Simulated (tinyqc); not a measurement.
What each parameter of the potential does: deformation potentials from a strained empirical pseudopotential.

Diamond lattice, no spin-orbit coupling. Atomic form factor V(q) = a1 (q^2 - a2)/(a3 exp(a4 q^2) - 1) in rydberg with q in 1/bohr, for the unstrained cell. Under a strain e the reciprocal vectors and k go over into (1 + e)^(-1) G, the atoms sit at +/- tau with tau = (1 + e) a (1,1,1)/8 - zeta a (eyz, ezx, exy)/4, and H(G,G') = c |k + G|^2 delta + (V(q)/det(1 + e)) cos(q.tau), q = G - G', with the term q = 0 left out; c = hbar^2/2m0. The basis is fixed before straining: all G with |k + G|^2 up to 16 (2 pi/a)^2. k is given in units of 2 pi/a of the unstrained cell.

Constants: hbar^2/2m0 = 3.80998211 eV angstrom^2; Ry = 13.60569312 eV; a0 (Bohr radius) = 0.5291772105 angstrom.

Parameters, chosen for this exercise (near those of Si; shifted at random, so the results belong to these values and not to a real crystal): a = 5.434 angstrom (lattice constant); a1 = 0.535; a2 = 2.172; a3 = 2.045; a4 = 0.493; kD = 0.82 2 pi/a (position of the Delta minimum).

Gaps from the valence top to level 8 at Gamma and level 5 at (kD,0,0) and L, and their deformation potentials [E(+h) - E(-h)]/(3 ln((1 + h)/(1 - h))) for e = +/- h 1, h = 0.002. The row for the lattice constant keeps V(q) without the volume factor, so it is not a strain. Each row changes one parameter from the base and keeps the others.

Results:

| case | Gamma (eV) | Delta (eV) | L (eV) | potential Gamma (eV) | potential Delta (eV) | potential L (eV) |
|---|---|---|---|---|---|---|
| base | 4.106 | 1.014 | 1.960 | -8.62 | 2.76 | -1.82 |
| a = 5.38 angstrom | 4.223 | 0.716 | 1.858 | -8.31 | 3.06 | -1.66 |
| a1 = 0.53 | 4.064 | 0.947 | 1.912 | -8.54 | 2.77 | -1.81 |
| a2 = 2.15 | 4.219 | 0.939 | 1.964 | -8.54 | 2.81 | -1.79 |
| a3 = 2.065 | 4.061 | 0.925 | 1.899 | -8.53 | 2.75 | -1.82 |
| a4 = 0.488 | 4.201 | 1.100 | 2.036 | -8.78 | 2.69 | -1.90 |

The largest shifts from the base row, up to three for each result and ties (the steps differ in size, so this ranks the rows, not the parameters). Gamma (eV): a +0.116, a2 +0.113, a4 +0.094. Delta (eV): a -0.298, a3 -0.089, a4 +0.086. L (eV): a -0.102, a4 +0.076, a3 -0.061. potential Gamma (eV): a +0.31, a4 -0.17, a3 +0.09. potential Delta (eV): a +0.30, a4 -0.08, a2 +0.05. potential L (eV): a +0.16, a4 -0.08, a2 +0.03; unchanged at the printed digits by a3.

Program tinyqc; command `OMP_NUM_THREADS=1 python tinyqc.py 1851135 1851136 out.jsonl`; about 0.2 s on one thread of a shared Intel(R) Xeon(R) Processor @ 2.30GHz.
